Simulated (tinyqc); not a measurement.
Matthiessen's rule against the full average: mobility of a non-polar semiconductor in the relaxation-time approximation. Computed by tinyqc, a small Python program. Command: `OMP_NUM_THREADS=1 python tinyqc.py 3021727 3021728 out.jsonl rta walk`. One thread of a shared host (Intel(R) Xeon(R) Processor @ 2.30GHz), about 0.01 s of CPU time with the checks.

Each valley is treated as a sphere of mass m_d for states and rates, with one isotropic relaxation time; the conductivity mass m_c sets the current.

Inputs (values chosen for the exercise, modelled on electrons in silicon):
```
quantity,value,unit
longitudinal mass m_l,0.916,m_0
transverse mass m_t,0.196,m_0
equivalent valleys Z,6,-
non-parabolicity alpha,0.46,1/eV
static permittivity eps_s,11.7,-
density rho,2329,kg/m^3
sound velocity v_l,9090,m/s
acoustic deformation potential D_A,9.8,eV
phonon energy hbar w,58.4,meV
optical or intervalley deformation potential D_o,5.3,1e8 eV/cm
final valleys Z_f,5,-
carrier density n,2.7e+16,1/cm^3
compensation ratio C,0,-
temperature T,200,K
```

Band: Kane. Impurity formula: Conwell-Weisskopf. Further scattering: none.

Constants: k_B = 8.617333262e-05 eV/K; m_0 = 9.1093837015e-31 kg; e = 1.602176634e-19 C; hbar = 1.054571817e-34 J s; eps_0 = 8.8541878128e-12 F/m; k_B = 1.380649e-23 J/K; hbar = 6.582119569e-16 eV s.

Method:
- m_d = (m_l m_t^2)^(1/3); 1/m_c = (1/m_l + 2/m_t)/3; Hall mass factor A = 3 K_m (K_m + 2)/(2 K_m + 1)^2, K_m = m_l/m_t; N_I = n (1 + C)/(1 - C).
- Kane band: hbar^2 k^2/(2 m) = E (1 + alpha E), speed v = hbar k/(m (1 + 2 alpha E)), states per spin, volume and energy g(E) = m k (1 + 2 alpha E)/(2 pi^2 hbar^2); overlap factors are set to 1. Here m = m_d. Masses are multiplied by m_0 and all formulas are in SI units.
- The reduced Fermi level eta = E_F/(k_B T) solves n = 2 Z int g f dE with f = 1/(1 + exp(x - eta)) (Z = 1 unless valleys are given); screening length L_s = sqrt(eps_s eps_0 k_B T/(e^2 dn/deta)), dn/deta = 2 Z int g f (1 - f) dE.
- Integrals over x = E/(k_B T) use 160 Gauss-Legendre points in u = sqrt(x) from 0 to sqrt(max(eta, 0) + 32).
- Phonon occupation N_q = 1/(exp(hbar w/(k_B T)) - 1).
- Acoustic deformation potential (elastic, equipartition, absorption and emission together): 1/tau = 2 pi k_B T D_A^2 g(E)/(hbar rho v_l^2).
- Optical or intervalley deformation potential: 1/tau = (pi Z_f D_o^2/(rho w)) [N_q g(E + hbar w) + (N_q + 1) g(E - hbar w)], with g = 0 below the band edge.
- Each optical term is multiplied by (1 - f(E'))/(1 - f(E)), E' the final energy, for Pauli blocking.
- Singly charged impurities, momentum relaxation: 1/tau = N_I e^4 m (1 + 2 alpha E) Phi/(8 pi (eps_s eps_0)^2 hbar^3 k^3), with alpha = 0 for a parabolic band.
- Conwell-Weisskopf: Phi = ln(1 + y^2), y = 4 pi eps_s eps_0 E N_I^(-1/3)/e^2 (largest impact parameter N_I^(-1/3)/2).
- mu = (m_d/m_c) (2 Z e/(3 n k_B T)) int g v^2 tau f (1 - f) dE.
- Averages over x are split at the emission threshold x_0 = hbar w/(k_B T): 64 Gauss-Legendre points in sqrt(x) below it and 128 in sqrt(x - x_0) above it, up to x = max(eta, 0) + 32.
- Rates are added at each energy before the average. With <y> = int g v^2 y f (1 - f) dE: Hall factor r_H = A (3 n k_B T/(2 Z m_d)) <tau^2/(1 + 2 alpha E)>/<tau>^2 (alpha = 0 for a parabolic band); Hall mobility r_H mu; |S| = (k_B/e) (<x tau>/<tau> - eta); resistivity 1/(n e mu).
- Matthiessen's rule adds 1/mu of the separate processes.

acoustic mobility = 4186.15 cm^2/(V s)

optical mobility = 20092.3 cm^2/(V s)

ionised impurity mobility = 17977.3 cm^2/(V s)

drift mobility mu = 2290.44 cm^2/(V s)

Separate mobilities:
```
process,mu (cm^2/(V s)),share of the sum of 1/mu (%)
acoustic,4186,69.386
optical,20092,14.456
ionised impurity,17977,16.157
```

mobility by Matthiessen's rule = 2904.6 cm^2/(V s)

excess of Matthiessen's rule over the full mu = 26.815 %

What follows from these numbers?

The rule gives 2905 against the full 2290, 26.8 % too high; it can only overestimate, since each separate average is carried by the energies where that process is weak. The largest shares are acoustic (69 %) and ionised impurity (16 %).

Extremes, crossings and ranges named in words are read from the listed rows.
